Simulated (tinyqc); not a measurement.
Inside a calculation. Method: UHF in the sto-3g basis, for H2+, spin multiplicity 2. One step of it, computed by the program tinyqc.

Question. Iteration 1: diagonalisation and new density. Diagonalise F' = X^T F X, C = X C', fill 1 alpha and 0 beta electrons from the bottom; D(s) = C_occ C_occ^T. Each column has its largest component positive (the first on a tie).

F(alpha) (hartree), order 1H 1s, 2H 1s:
$$\begin{pmatrix}
-0.828905 & -0.714401 \\
-0.714401 & -0.828905
\end{pmatrix}$$

F(beta) (hartree), order 1H 1s, 2H 1s:
$$\begin{pmatrix}
-0.331337 & -0.329242 \\
-0.329242 & -0.331337
\end{pmatrix}$$

X, order 1H 1s, 2H 1s:
$$\begin{pmatrix}
1.087141 & -0.255276 \\
-0.255276 & 1.087141
\end{pmatrix}$$

Give: F' = X^T F X; orbital energies; coefficients C; F' = X^T F X; orbital energies; coefficients C; D(alpha) after iteration 1; D(beta) after iteration 1.

Answer.

F' = X^T F X (alpha) (hartree):
$$\begin{pmatrix}
-0.6372 & -0.4308 \\
-0.4308 & -0.6372
\end{pmatrix}$$

orbital energies (alpha) (hartree): MO1 -1.0680, MO2 -0.2063

coefficients C (alpha), order 1H 1s, 2H 1s:
$$\begin{pmatrix}
0.5882 & 0.9492 \\
0.5882 & -0.9492
\end{pmatrix}$$

F' = X^T F X (beta) (hartree):
$$\begin{pmatrix}
-0.2304 & -0.2267 \\
-0.2267 & -0.2304
\end{pmatrix}$$

orbital energies (beta) (hartree): MO1 -0.4571, MO2 -0.0038

coefficients C (beta), order 1H 1s, 2H 1s:
$$\begin{pmatrix}
0.5882 & 0.9492 \\
0.5882 & -0.9492
\end{pmatrix}$$

D(alpha) after iteration 1, order 1H 1s, 2H 1s:
$$\begin{pmatrix}
0.3460 & 0.3460 \\
0.3460 & 0.3460
\end{pmatrix}$$

D(beta) after iteration 1, order 1H 1s, 2H 1s:
$$\begin{pmatrix}
0.0000 & 0.0000 \\
0.0000 & 0.0000
\end{pmatrix}$$
